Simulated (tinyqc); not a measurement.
Mirror strength against the number of periods: longitudinal sound in a periodic multilayer: transfer matrices, stop bands and folded phonons. Computed by tinyqc, a small Python program. Command: `OMP_NUM_THREADS=1 python tinyqc.py 3026956 3026957 out.jsonl multilayer walk`. One thread of a shared host (Intel(R) Xeon(R) Processor @ 2.30GHz), about 0.01 s of CPU time with the checks.

Layers 1 and 2 repeat with period d = d_1 + d_2; waves travel normal to the layers, without loss. State vector (u, s): displacement u and stress divided by omega. Impedances Z = rho v are in 1e6 kg/(m^2 s).

Inputs (values chosen for the exercise, modelled on gallium arsenide (layer 1), aluminium arsenide (layer 2) and silicon (substrate)):

| quantity | value | unit |
|---|---|---|
| density rho_1 | 5.22 | g/cm^3 |
| velocity v_1 | 4700 | m/s |
| thickness d_1 | 21.7 | nm |
| density rho_2 | 3.8 | g/cm^3 |
| velocity v_2 | 5710 | m/s |
| thickness d_2 | 25.9 | nm |
| substrate density | 2.35 | g/cm^3 |
| substrate velocity | 8290 | m/s |
| frequency f | 30.3 | GHz |

Method:
- Z = rho v; interface reflection r = (Z_2 - Z_1)/(Z_2 + Z_1) (stress amplitude, from 1 into 2); Bragg frequency f_B = 1/[2 (d_1/v_1 + d_2/v_2)]; long-wave velocity v_eff = d/sqrt[(d_1/v_1)^2 + (d_2/v_2)^2 + (Z_1/Z_2 + Z_2/Z_1)(d_1/v_1)(d_2/v_2)].
- A layer maps (u, s) by [[cos p, sin p/Z], [-Z sin p, cos p]], p = 2 pi f d_i/v_i; one period is M = M_2 M_1, and cos(q d) = trace(M)/2.
- For N periods A = M^N. A wave comes from a thick layer of material 1 and leaves into the substrate (Z_s): transmitted power T = 4 Z_1 Z_s/|Z_1 A_22 + Z_s A_11 - i (Z_1 Z_s A_12 - A_21)|^2, reflected power R = 1 - T.

Bragg frequency f_B = 54.6274 GHz

Z_2 = 21.698

Z_1 = 24.534

Z of the substrate = 19.4815

trace(M)/2 = -0.175321

Transmitted power:

| N | T at f_B | T at f_B (dB) | T at f |
|---|---|---|---|
| 1 | 0.99994 | -2.5826e-04 | 0.99436 |
| 2 | 0.98319 | -0.073617 | 0.98204 |
| 3 | 0.93853 | -0.27551 | 0.99772 |
| 4 | 0.87094 | -0.60014 | 0.98068 |
| 6 | 0.69497 | -1.5804 | 0.98335 |
| 8 | 0.50997 | -2.9245 | 0.98885 |
| 12 | 0.23248 | -6.3361 | 0.99778 |
| 16 | 0.094186 | -10.260 | 0.99231 |
| 24 | 0.013763 | -18.613 | 0.98375 |

What follows from these numbers?

At f_B each further period removes 1.04 dB at large N; 99 % reflection is not reached by N = 24. At f, in a pass band, T does not decay with N.
